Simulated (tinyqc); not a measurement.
Effective-mass impurity with a central-cell term, in a basis of Slater functions: one step, computed by the program tinyqc.

The envelope obeys H = -nabla^2 - (2/r) [Z + A exp(-kappa r)] in effective units, with kappa = a*/lambda; positive A deepens the well near the core.

Question. Generalised eigenproblem. (T + V + W) c = E S c with c^T S c = 1 and the largest component positive.

Impurity: acceptor, one isotropic band.

kinetic T (Ry*):
```
           1          2          3          4          5
1     0.1156  0.2099613  0.2383768  0.2017139  0.1468708
2  0.2099613   0.665856   1.209377   1.373050   1.161872
3  0.2383768   1.209377   3.835331   6.966011   7.908769
4  0.2017139   1.373050   6.966011   22.09150   40.12422
5  0.1468708   1.161872   7.908769   40.12422   127.2471
```

Coulomb V (Ry*):
```
            1           2           3           4           5
1       -0.68  -0.8748386  -0.8228283  -0.6361927  -0.4449931
2  -0.8748386      -1.632   -2.099613   -1.974788   -1.526862
3  -0.8228283   -2.099613     -3.9168   -5.039070   -4.739491
4  -0.6361927   -1.974788   -5.039070    -9.40032   -12.09377
5  -0.4449931   -1.526862   -4.739491   -12.09377   -22.56077
```

central cell W (Ry*):
```
              1            2            3           4           5
1  -0.005121032  -0.01801652  -0.05901325  -0.1666741  -0.3620854
2   -0.01801652  -0.06347898   -0.2086050  -0.5929670   -1.301513
3   -0.05901325   -0.2086050   -0.6904595   -1.990810   -4.472140
4    -0.1666741   -0.5929670    -1.990810   -5.907312   -13.92371
5    -0.3620854    -1.301513    -4.472140   -13.92371   -35.72445
```

overlap S:
```
          1         2         3         4         5
1  1.000000  0.756781  0.358000  0.126225  0.038294
2  0.756781  1.000000  0.756781  0.358000  0.126225
3  0.358000  0.756781  1.000000  0.756781  0.358000
4  0.126225  0.358000  0.756781  1.000000  0.756781
5  0.038294  0.126225  0.358000  0.756781  1.000000
```

Give: two lowest levels; coefficients of the lowest state; <T>; <W>.

Answer.

two lowest levels (Ry*): -1.193  -0.271

coefficients of the lowest state: -0.1279  0.7672  0.3813  -0.0193  0.0243

<T> = 1.688 Ry*

<W> = -0.3443 Ry*
